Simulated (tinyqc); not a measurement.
Debye-Callaway model of lattice thermal conductivity. Which input was changed? Computed by tinyqc, a small Python program. Command: `OMP_NUM_THREADS=1 python tinyqc.py 3005853 3005854 out.jsonl callaway which`. One thread of a shared host (Intel(R) Xeon(R) Processor @ 2.30GHz), about 0.1 s of CPU time with the checks.

Three acoustic branches with one velocity v, cut at omega_D = k_B Theta/hbar; x = hbar omega/(k_B T). v and Theta are separate inputs: Theta cuts off the heat-carrying modes, so C need not reach 3 k_B/V. gamma is an effective value that sets the umklapp rate. Heat flows along the wire.

Inputs (values chosen for the exercise, modelled on silicon): sound velocity v = 6650 m/s; Debye temperature Theta = 640 K; volume per atom V = 20 angstrom^3; mean atomic mass M = 28.09 u; effective Grueneisen parameter gamma = 2.17; umklapp exponent divisor b = 3; alloy fraction f = 0.078; mass difference Delta M = 21.1 u; wire diameter D = 0.035 micrometre; specularity p = 0.4; temperature T = 40 K; probe frequency omega/omega_D = 0.7.

Sample: wire. Point defects: alloy. Normal processes: left out.

Constants: k_B = 1.380649e-23 J/K; hbar = 1.054571817e-34 J s; u = 1.6605390666e-27 kg.

Method:
- For a random alloy on all sites Gamma = f (1 - f) (Delta M/M)^2, with M the mean mass; strain-field scattering is left out. A = V Gamma/(4 pi v^3).
- Rates: point defects A omega^4; umklapp B omega^2 T exp(-Theta/(b T)) with B = hbar gamma^2/(M v^2 Theta). Boundaries: v/Lambda_B with Lambda_B = D (1 + p)/(1 - p).
- The resistive time is tau_R = 1/(boundary + point-defect + umklapp rates), and the free path is v tau_R.
- kappa_1 = c int tau_C g dx, g = x^4 e^x/(e^x - 1)^2, c = (k_B/(2 pi^2 v)) (k_B T/hbar)^3, over 0 < x < min(Theta/T, 40), by 96 Gauss-Legendre points in s with x = x_max s^2; tau_C = tau_R, the inverse of the summed rates, and kappa = kappa_1.
- Heat capacity C = 3 c int g dx / v^2; grey free path 3 kappa/(C v); the median free path v tau_C halves kappa_1 when the quadrature points are ordered by free path (each counted at half its weight, interpolated in the logarithm); likewise at 10 % and 90 %.

Question. One of these inputs alone was changed, within the range given: sound velocity v (3325 to 1.33e+04); Debye temperature Theta (320 to 1280); effective Grueneisen parameter gamma (1.085 to 4.34); alloy fraction f (0.039 to 0.156). Which one, and to what value?

Results:
```
run     free path (nm)  median free path (nm)  grey free path (nm)
before        2.480846               64.59661             44.48454
after         0.898938               64.50226             44.47570
```

Answer.

Each candidate set to reproduce free path, and what it then gives:
```
candidate                               range searched  value needed  median free path (nm)  grey free path (nm)
sound velocity v (m/s)                3325 to 1.33e+04          5134                 56.269               31.938
Debye temperature Theta (K)                320 to 1280         829.0                 64.502               44.476
effective Grueneisen parameter gamma     1.085 to 4.34  out of reach                      -                    -
alloy fraction f                        0.039 to 0.156  out of reach                      -                    -
```

Only Debye temperature Theta fits every result: it went from 640 to 829 K. The next best candidate, sound velocity v, misses one result by 28 %.
